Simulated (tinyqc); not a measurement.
Straight dislocations in isotropic elasticity: fields, energies, partials, Peierls stress and walls: one step, computed by the program tinyqc. Command: `OMP_NUM_THREADS=1 python tinyqc.py 3023066 3023067 out.jsonl disloc walk`. One thread of a shared host (Intel(R) Xeon(R) Processor @ 2.30GHz), about 0.01 s of CPU time with the checks.

The line runs along z, the glide plane is y = 0, and beta is the angle between b and the line (0 screw, 90 degrees edge): b_e = b sin(beta) along +x with the extra half plane at y > 0, b_s = b cos(beta). Stress is positive in tension.

Task: Peierls-Nabarro core of the undissociated dislocation. Energy factor K = G [cos^2(beta) + sin^2(beta)/(1 - nu)]. Misfit energy gamma(u) = (gamma_us/2)(1 - cos(2 pi u/b)), so the largest restoring stress is tau_max = pi gamma_us/b; u(x) = b/2 + (b/pi) arctan(x/zeta), zeta = K b/(4 pi tau_max). Summing the misfit energy over atomic rows a' apart gives, for a wide core, W_P = (K b^2/pi) exp(-2 pi zeta/a') and sigma_P = (K b/a') exp(-2 pi zeta/a'); a' = b/2 for edge and 30-degree lines, b sqrt(3)/2 for screw and 60-degree lines.

Inputs (values chosen for the exercise, for a model fcc or diamond crystal): Burgers vector b = 3.832 angstrom; unstable fault energy gamma_us = 2260 mJ/m^2.

Character: 60-degree.

energy factor K = 68.08846 GPa

Constants: 1 eV/angstrom^3 = 160.2176634 GPa.

Give: tau_max; half width zeta; row spacing a'; Peierls barrier W_P; Peierls stress sigma_P.

Result:

tau_max = 18.53 GPa

half width zeta = 1.121 angstrom

row spacing a' = 3.319 angstrom

Peierls barrier W_P = 2380 meV/nm

Peierls stress sigma_P = 9421 MPa

Caution: for a core this narrow higher harmonics of the row sum matter and the wide-core formula is rough.
